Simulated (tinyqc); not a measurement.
Worked calculation: shallow donor in effective-mass theory, with valley-orbit splitting. Values are carried at full precision from step to step, so a last printed digit may differ when a step is redone from the rounded ones.

Constants: Ry = 13.60569312 eV; a0 (Bohr radius) = 0.5291772105 angstrom; hbar^2/2m0 = 3.80998211 eV angstrom^2; e^2/(4 pi eps0) = 14.39964547 eV angstrom.

Values chosen for the exercise (near those of a group-V donor in Si; the results hold for these values, not for the real material):
```
symbol  value  unit      meaning
ml      0.95   m0        longitudinal mass
mt      0.186  m0        transverse mass
eps     11.3             dielectric constant
a       26.9   angstrom  trial radius across the axis
b       13     angstrom  trial radius along the axis
E0      -31.5  meV       single-valley level
D0      3.9    meV       central-cell shift
D1      2.22   meV       coupling of perpendicular valleys
D2      1.44   meV       coupling of opposite valleys
Ds      -19.5  meV       strain splitting: z valleys less the others
```

## Hydrogen-like estimates

Ry* = Ry m/eps^2 and a* = a0 eps/m for four choices of one mass: mt, the conductivity mass 3/(1/ml + 2/mt), the density-of-states mass (ml mt^2)^(1/3), and ml.

Estimates:
```
mass               m (m0)  Ry* (meV)  a* (angstrom)
mt                 0.1860      19.82          32.15
conductivity       0.2541      27.08          23.53
density of states  0.3203      34.13          18.67
ml                 0.9500     101.22           6.29
```

## Energy of one trial function

One valley: H = -c [(d2/dx2 + d2/dy2)/mt + (d2/dz2)/ml] - q/(eps r), c = hbar^2/2m0, q = e^2/(4 pi eps0). Trial function exp(-sqrt((x^2 + y^2)/a^2 + z^2/b^2)) with a > b: T = (c/3)(2/(mt a^2) + 1/(ml b^2)), V = -(q/eps) atan(u/b)/u, u = sqrt(a^2 - b^2). The central cell of the impurity is left out.

Evaluate T, V and E. Scaling both radii by f changes T to T/f^2 and V to V/f, so the best factor is f = -2T/V, with energy -V^2/(4T).

T = 26.782 meV
V = -57.704 meV
E = -30.922 meV
best scale factor = 0.9283
energy after scaling = -31.081 meV

The virial ratio -V/T is 2.155; it is 2 at the best scale. Scaling gains 0.160 meV.

## Scan over the shape

For each ratio b/a = 0.2, 0.3, ..., 0.9 the best scale follows from a = -2 T1/V1, with T1 and V1 taken at a = 1 angstrom.

Scan:
```
b/a  a (angstrom)  b (angstrom)  E (meV)
0.2         52.86         10.57  -16.846
0.3         33.71         10.11  -25.084
0.4         27.31         10.92  -29.508
0.5         24.67         12.33  -31.236
0.6         23.52         14.11  -31.402
0.7         23.09         16.16  -30.737
0.8         23.04         18.43  -29.659
0.9         23.22         20.90  -28.397
```

The best listed ratio is 0.6; (mt/ml)^(1/2) = 0.44 and (mt/ml)^(1/3) = 0.58 are common guesses.

## The minimum

Minimise over a and b. The Mott estimate n_c = (0.25/a_m)^3 uses a_m = (a^2 b)^(1/3); 1/angstrom^3 = 1e24/cm^3.

a = 23.84 angstrom
b = 13.41 angstrom
E = -31.468 meV
a_m = 19.68 angstrom
n_c = 2.05 x 1e18/cm^3

b/a = 0.563. The binding energy is 1.588 times Ry*(mt). The central cell of a real donor shrinks the orbit and raises n_c (3.7 x 1e18/cm^3 for P in Si).

## The valley-orbit matrix

Basis: the 1s envelopes of the valleys +x, -x, +y, -y, +z, -z. Diagonal E0 - D0, element -D2 between opposite valleys and -D1 between perpendicular ones. Strain along [001] adds 2 Ds/3 to the z valleys and -Ds/3 to the others.

Fill it in with the strain.

H (meV), lower triangle:
```
         +x       -x       +y       -y       +z       -z
+x  -28.900
-x   -1.440  -28.900
+y   -2.220   -2.220  -28.900
-y   -2.220   -2.220   -1.440  -28.900
+z   -2.220   -2.220   -2.220   -2.220  -48.400
-z   -2.220   -2.220   -2.220   -2.220   -1.440  -48.400
```

## Levels and ground state

Diagonalise. For the lowest state give the amplitudes (positive) and (sum of amplitudes)^2/6, the contact density relative to no strain.

levels (meV): -52.114  -46.960  -32.506  -27.460  -27.460  -25.900

amplitudes: +x 0.1703, -x 0.1703, +y 0.1703, -y 0.1703, +z 0.6648, -z 0.6648

relative contact density = 0.6739

The z valleys hold 88.4 % of the ground state, against 33.3 % without strain.

## Checks

- Energy from 21 anisotropic Gaussians against the two-parameter function, meV: -31.51 against -31.47.
- Unstrained levels against E0 - D0 - 4 D1 - D2 (A1), E0 - D0 + D2 (T2, threefold) and E0 - D0 + 2 D1 - D2 (E, twofold): they agree to 1e-10 or better.

Run: tinyqc, `OMP_NUM_THREADS=1 python tinyqc.py 1251612 1251613 out.jsonl`; Intel(R) Xeon(R) Processor @ 2.30GHz, one thread, shared host; about 0.01 s of CPU time with all checks.
